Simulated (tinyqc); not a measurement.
Inside a calculation: sp3s* tight binding with spin-orbit coupling. Values are carried at full precision from step to step, so a last printed digit may differ when a step is redone from the rounded ones.

sp3s* tight binding, nearest neighbours only: anion (a) at 0, cation (c) at a/4 (1,1,1), orbitals s, px, py, pz, s* on each; k in units of 2 pi/a. With phases e_j = exp(i (pi/2) k.n_j) for n = (1,1,1), (1,-1,-1), (-1,1,-1), (-1,-1,1): g0 = (e1+e2+e3+e4)/4, g1 = (e1+e2-e3-e4)/4, g2 = (e1-e2+e3-e4)/4, g3 = (e1-e2-e3+e4)/4. The diagonal holds the levels Esa, Epa, Exa (s*) and Esc, Epc, Exc. Anion-cation block: <sa|sc> = Vss g0; <sa|xc> = Vsapc g1; <xa|sc> = -Vscpa g1; <xa|xc> = Vxx g0; <xa|yc> = <ya|xc> = Vxy g3, <xa|zc> = <za|xc> = Vxy g2, <ya|zc> = <za|yc> = Vxy g1; <s*a|xc> = Vxapc g1; <xa|s*c> = -Vpaxc g1; y and z take g2 and g3 in place of g1; s-s* and s*-s* vanish.

Constants: hbar^2/2m0 = 3.80998211 eV angstrom^2.

Parameters, chosen for this exercise (near a published set for GaSb, fitted to gaps, whose masses and valley positions are rough; spin-orbit coupling, where it is added without a refit, lifts the valence top and shrinks all gaps by about a third of the splitting; shifted at random, so the results belong to these values and not to a real crystal): k = (0.25, 0.25, 0.25) 2 pi/a (wave vector); Esa = -7.304 eV (s level of the anion); Epa = 0.855 eV (p level of the anion); Esc = -3.908 eV (s level of the cation); Epc = 2.92 eV (p level of the cation); Exa = 6.632 eV (s* level of the anion); Exc = 5.978 eV (s* level of the cation); Vss = -6.155 eV (s-s); Vxx = 1.579 eV (px-px); Vxy = 4.118 eV (px-py); Vsapc = 4.968 eV (s anion, p cation); Vscpa = 4.655 eV (s cation, p anion); Vxapc = 4.975 eV (s* anion, p cation); Vpaxc = 4.223 eV (p anion, s* cation); Da = 0.974 eV (atomic spin-orbit splitting, anion); Dc = 0.174 eV (the same, cation); a = 6.095 angstrom (lattice constant).

## Phase sums

Form g0 to g3 at this k.

g0, g1, g2, g3: 0.78858-0.05604i  -0.13530+0.32664i  -0.13530+0.32664i  -0.13530+0.32664i

## The Hamiltonian without spin-orbit coupling

Fill in the 10 x 10 matrix.

H(k) (eV):
```
                  sa               xa               ya               za              s*a               sc
sa           -7.3040                0                0                0                0  -4.8537+0.3449i
xa                 0           0.8550                0                0                0   0.6298-1.5205i
ya                 0                0           0.8550                0                0   0.6298-1.5205i
za                 0                0                0           0.8550                0   0.6298-1.5205i
s*a                0                0                0                0           6.6320                0
sc   -4.8537-0.3449i   0.6298+1.5205i   0.6298+1.5205i   0.6298+1.5205i                0          -3.9080
xc   -0.6722-1.6228i   1.2452+0.0885i  -0.5572-1.3451i  -0.5572-1.3451i  -0.6731-1.6250i                0
yc   -0.6722-1.6228i  -0.5572-1.3451i   1.2452+0.0885i  -0.5572-1.3451i  -0.6731-1.6250i                0
zc   -0.6722-1.6228i  -0.5572-1.3451i  -0.5572-1.3451i   1.2452+0.0885i  -0.6731-1.6250i                0
s*c                0   0.5714+1.3794i   0.5714+1.3794i   0.5714+1.3794i                0                0

                  xc               yc               zc             s*c
sa   -0.6722+1.6228i  -0.6722+1.6228i  -0.6722+1.6228i               0
xa    1.2452-0.0885i  -0.5572+1.3451i  -0.5572+1.3451i  0.5714-1.3794i
ya   -0.5572+1.3451i   1.2452-0.0885i  -0.5572+1.3451i  0.5714-1.3794i
za   -0.5572+1.3451i  -0.5572+1.3451i   1.2452-0.0885i  0.5714-1.3794i
s*a  -0.6731+1.6250i  -0.6731+1.6250i  -0.6731+1.6250i               0
sc                 0                0                0               0
xc            2.9200                0                0               0
yc                 0           2.9200                0               0
zc                 0                0           2.9200               0
s*c                0                0                0          5.9780
```

## Levels at this k

Diagonalise H, which belongs to k = (0.25, 0.25, 0.25) (2 pi/a). Four bands are filled (two electrons each); give the make-up of band 5, the lowest empty one.

levels (eV): -11.3597  -3.9017  -0.6363  -0.6363  1.3528  3.0702  4.4113  4.4113  7.1336  8.8778

weights of band 5: s 0.532, p 0.354, s* 0.113

weight of band 5 on atom a = 0.436

The vertical gap at this k is 1.9891 eV; band 5 is mostly s-like.

## Levels at Gamma

Spin-orbit coupling acts within the p shell of each atom as (D/3) L.sigma, D = Da or Dc: it puts four states at Ep + D/3 and two at Ep - 2D/3.

At k = 0 only g0 = 1 is left and H falls into 2 x 2 blocks [[E_a, V], [V, E_c]] with roots (E_a + E_c)/2 -/+ sqrt(((E_a - E_c)/2)^2 + V^2); the s* levels stay uncoupled. The direct gap runs from the highest lower root of the p blocks to the lowest upper root.

Blocks at Gamma (eV):

| block | E_a | E_c | V | lower root | upper root |
|---|---|---|---|---|---|
| s (Gamma6) | -7.3040 | -3.9080 | -6.1550 | -11.9909 | 0.7789 |
| p 3/2 (Gamma8) | 1.1797 | 2.9780 | 1.5790 | 0.2618 | 3.8959 |
| p 1/2 (Gamma7) | 0.2057 | 2.8040 | 1.5790 | -0.5399 | 3.5496 |

direct gap at Gamma = 0.5172 eV

The lowest empty level at Gamma is s-like. The split-off band lies 0.8017 eV below the top, between Dc = 0.174 and Da = 0.974 eV, weighted by where the valence p state sits.

## Bands near the gap

Diagonalise at L = (1/2,1/2,1/2), X = (1,0,0), W = (1,1/2,0), K = (3/4,3/4,0) and at the fractions named between them; energies from the top of the valence band at Gamma; the matrix is 20 x 20 and 8 levels are filled.

Levels (eV):

| k | level 3 | level 5 | level 7 | level 8 | level 9 | level 10 | level 11 |
|---|---|---|---|---|---|---|---|
| L | -6.789 | -1.655 | -1.170 | -1.170 | 0.705 | 0.705 | 2.321 |
| L-G 0.5 | -4.185 | -1.153 | -0.655 | -0.655 | 1.097 | 1.097 | 2.813 |
| G | -0.802 | 0.000 | 0.000 | 0.000 | 0.517 | 0.517 | 3.288 |
| G-X 0.2 | -1.697 | -0.781 | -0.361 | -0.361 | 1.320 | 1.320 | 2.935 |
| G-X 0.4 | -3.474 | -1.509 | -1.095 | -1.095 | 1.575 | 1.575 | 2.139 |
| G-X 0.6 | -5.239 | -2.184 | -1.797 | -1.797 | 1.185 | 1.185 | 1.694 |
| G-X 0.7 | -6.033 | -2.450 | -2.072 | -2.072 | 1.011 | 1.011 | 1.497 |
| G-X 0.8 | -6.720 | -2.648 | -2.276 | -2.276 | 0.920 | 0.920 | 1.301 |
| G-X 0.9 | -7.232 | -2.770 | -2.402 | -2.402 | 0.914 | 0.914 | 1.125 |
| X | -7.435 | -2.811 | -2.444 | -2.444 | 0.968 | 0.968 | 1.009 |
| W | -7.540 | -3.015 | -2.467 | -2.421 | 0.885 | 0.942 | 0.995 |
| K | -7.434 | -3.063 | -2.265 | -2.175 | 0.843 | 0.909 | 1.145 |
| K-G 0.5 | -4.950 | -2.145 | -0.961 | -0.881 | 1.247 | 1.403 | 2.158 |

On these points the lowest empty level is lowest at G, 0.517 eV above the top.

## Valleys and masses

The lowest conduction level (mean of the pair) at Gamma, at its minimum on (x,0,0) for x from 0.5 to 1, and at the point L (L, and X where the search ends there, need not be minima in this model; a zero or negative inverse mass shows it). Inverse masses m0/m = (E(+h) + E(-h) - 2 E)/(2 c q^2) with c = hbar^2/2m0, q = h 2 pi/a, h = 0.002; longitudinal along the valley axis ([100] at Gamma and Delta, [111] at L), transverse along [010] or [1-10]. A dash: the next level lies within 0.15 eV, so a single mass has no use there.

Valleys:

| valley | x (2 pi/a) | E - Ev (eV) | m0/m_l | m0/m_t |
|---|---|---|---|---|
| Gamma | 0.0000 | 0.5172 | 18.78 | 18.78 |
| Delta | 0.8565 | 0.9066 | 1.01 | 0.29 |
| L | 0.5000 | 0.7054 | 0.56 | 1.30 |

Of these three the lowest is Gamma, which makes the gap direct, 0.5172 eV. At Delta m0/m_t is 0.29. This nearest-neighbour model is fitted to gaps: it places the Delta minimum and the masses at Delta and L only roughly (transverse masses can be several times too heavy), and since its bands are flat from X to W the transverse mass grows too heavy towards X; d orbitals or second neighbours cure this.

## Checks

- Direct gap at Gamma from the blocks against the full matrix: both 0.517158.

Computed by tinyqc, a small Python program: `OMP_NUM_THREADS=1 python tinyqc.py 1480174 1480175 out.jsonl` (the numbers bound the seed that draws the inputs); one thread of a shared host (Intel(R) Xeon(R) Processor @ 2.30GHz), about 0.3 s for the whole set of steps.
